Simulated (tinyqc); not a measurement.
Carrier lifetime from Shockley-Read-Hall, radiative, Auger and surface recombination. Changing the surface velocity S. Computed by tinyqc, a small Python program. Command: `OMP_NUM_THREADS=1 python tinyqc.py 3024517 3024518 out.jsonl lifetime sweep`. One thread of a shared host (Intel(R) Xeon(R) Processor @ 2.30GHz), about 0.02 s of CPU time with the checks.

Energies are counted from the top of the valence band. Boltzmann statistics, full ionisation, and equal excess densities of electrons and holes.

Inputs (values chosen for the exercise, with bands modelled on GaSb):

| quantity | value | unit |
|---|---|---|
| gap E_g | 0.715 | eV |
| electron mass m_e | 0.0389 | m_0 |
| valleys M_c | 1 | - |
| hole mass m_h | 0.403 | m_0 |
| temperature T | 300 | K |
| doping N | 8.2e+14 | cm^-3 |
| trap level E_t | 0.446 | eV |
| trap density N_t | 3.4e+12 | cm^-3 |
| electron cross-section sigma_n | 4.6e-16 | cm^2 |
| hole cross-section sigma_p | 1.2e-17 | cm^2 |
| radiative coefficient B | 4.1e-11 | cm^3/s |
| Auger coefficient C_n | 4.6e-30 | cm^6/s |
| Auger coefficient C_p | 6e-31 | cm^6/s |
| excess density dn | 3.8e+12 | cm^-3 |
| generation rate G | 3.7e+19 | cm^-3 s^-1 |
| diffusion coefficient D | 35 | cm^2/s |
| thickness W | 210 | micrometre |

Doping: p-type. Surface term: two equal surfaces.

Constants: m_0 = 9.1093837015e-31 kg; k_B = 1.380649e-23 J/K; h = 6.62607015e-34 J s; k_B = 8.617333262e-05 eV/K.

Method:
- N_c = 2 M_c (2 pi m_e k_B T/h^2)^(3/2) and N_v = 2 (2 pi m_h k_B T/h^2)^(3/2), masses in units of m_0.
- n_i = sqrt(N_c N_v) exp(-E_g/2 k_B T); majority density N/2 + sqrt(N^2/4 + n_i^2), minority density n_i^2 over it.
- v = sqrt(3 k_B T/m) with m_e or m_h; tau_n0 = 1/(sigma_n v_n N_t), tau_p0 = 1/(sigma_p v_p N_t); n1 = N_c exp(-(E_g - E_t)/k_B T), p1 = N_v exp(-E_t/k_B T).
- The slowest diffusion mode has x tan x = S W/(2 D) with 0 < x < pi/2 (bisection), and tau_s = W^2/(4 x^2 D). The common approximation is W/(2 S) + W^2/(pi^2 D).
- With n = n_0 + dn, p = p_0 + dn and U/dn = 1/tau: (n p - n_i^2)/dn = n_0 + p_0 + dn = s; 1/tau_SRH = s/[tau_p0 (n + n1) + tau_n0 (p + p1)]; 1/tau_rad = B s; 1/tau_Aug = (C_n n + C_p p) s; the rates add, with 1/tau_s.
- Radiative efficiency = tau_eff/tau_rad; effective diffusion length = sqrt(D tau_eff).
- dn solves dn/tau_eff(dn) = G (60 bisections in ln dn between 1e-2 and 1e22 cm^-3); the splitting of the quasi-Fermi levels is k_B T ln(n p/n_i^2).

One run for each value:

| surface velocity S (cm/s) | tau_s (s) | effective lifetime at dn (s) | quasi-Fermi splitting under G (eV) | x |
|---|---|---|---|---|
| 1.00e+00 | 1.0501e-02 | 1.3929e-05 | 0.34892 | 0.0173 |
| 1.00e+01 | 1.0511e-03 | 1.3765e-05 | 0.34855 | 0.0547 |
| 1.00e+02 | 1.0605e-04 | 1.2327e-05 | 0.34499 | 0.1723 |
| 1.00e+03 | 1.1570e-05 | 6.3239e-06 | 0.32142 | 0.5218 |
| 1.00e+04 | 2.2153e-06 | 1.9116e-06 | 0.28240 | 1.1925 |
| 1.00e+05 | 1.3631e-06 | 1.2417e-06 | 0.26988 | 1.5202 |
| 1.00e+06 | 1.2852e-06 | 1.1767e-06 | 0.26836 | 1.5656 |
| 1.00e+07 | 1.2775e-06 | 1.1703e-06 | 0.26821 | 1.5703 |

Over the rows, tau_s (s) falls from 0.0105 to 1.28e-6 (exponent d ln y / d ln x -1.00 between the first rows and -0.0026 between the last); effective lifetime at dn (s) falls from 1.39e-5 to 1.17e-6 (exponent d ln y / d ln x -0.0051 between the first rows and -0.0024 between the last); quasi-Fermi splitting under G (eV) falls from 0.349 to 0.268 (exponent d ln y / d ln x -4.6e-4 between the first rows and -2.5e-4 between the last). tau_s goes from W/2S at small S to the diffusion limit W^2/(pi^2 D) = 1.28e-6 s.

Extremes, crossings and ranges named in words are read from the listed rows.
